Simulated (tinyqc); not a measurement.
Resistance of a source-drain extension with a graded tip: one step of the calculation.

y runs along the channel, the gate covers y > 0. The doping is N0 for y < y0 and N0 10^(-(y - y0)/la) beyond, uniform over the depth xj. Sheet conductance s(y) = q mu(N) max(N - Nch, 0) xj + (for y > 0) ma Cox Vo, with mu(N) = u0 + (u1 - u0)/(1 + (N/Nr)^au) and Cox = eps0 eox/tox. Current is taken as one-dimensional; depletion of the tip, spreading and the contact are left out. The metallurgical junction lies at yj, where N = Nch.

Question. Resistance of the overlapped part. Midpoint rule on 10 equal steps from 0 to yj: R_ov = sum h/s(y), per width.

Parameters, values chosen for the exercise; mobility law close to that of electrons in silicon:
```
symbol,value,unit,meaning
eox,9.06,,relative permittivity of the gate insulator (close to aluminium oxide)
tox,3.7,nm,insulator thickness
N0,1.3e20,cm^-3,active doping of the extension far from the gate
la,5.5,nm/decade,lateral abruptness
y0,1.9,nm,position under the gate where the fall begins (gate edge at 0)
xj,17,nm,depth of the extension
Nch,6.9e17,cm^-3,channel doping
Vo,0.62,V,gate overdrive
ma,110,cm^2/(V s),mobility of the gate-induced layer
u1,1414,cm^2/(V s),mobility at low doping
u0,68.5,cm^2/(V s),mobility at high doping
Nr,9.2e16,cm^-3,reference doping
au,0.711,,exponent
```

Constants: q = 1.602176634e-19 C, eps0 = 8.8541878128e-14 F/cm where lengths are in cm. Results are converted to the units shown.

Give: y; N; doped conductance; sheet resistance; R_ov.

Answer.

```
point  y (nm)  N (cm^-3)  doped conductance (uS)  sheet resistance (ohm/square)
0      0.7207   1.300e20                    2684                          353.1
1       2.162   1.165e20                    2423                          388.9
2       3.603   6.372e19                    1395                          648.3
3       5.045   3.485e19                   818.5                           1035
4       6.486   1.906e19                   491.2                           1565
5       7.927   1.043e19                   301.0                           2228
6       9.368   5.702e18                   186.3                           2993
7       10.81   3.119e18                   112.5                           3841
8       12.25   1.706e18                   60.44                           4801
9       13.69   9.330e17                   18.92                           5996
```

R_ov = 34.37 ohm um

tinyqc, about 0.03 s, one thread, Intel Xeon 2.30GHz (shared host): `OMP_NUM_THREADS=1 python tinyqc.py 2282258 2282259 out.jsonl`
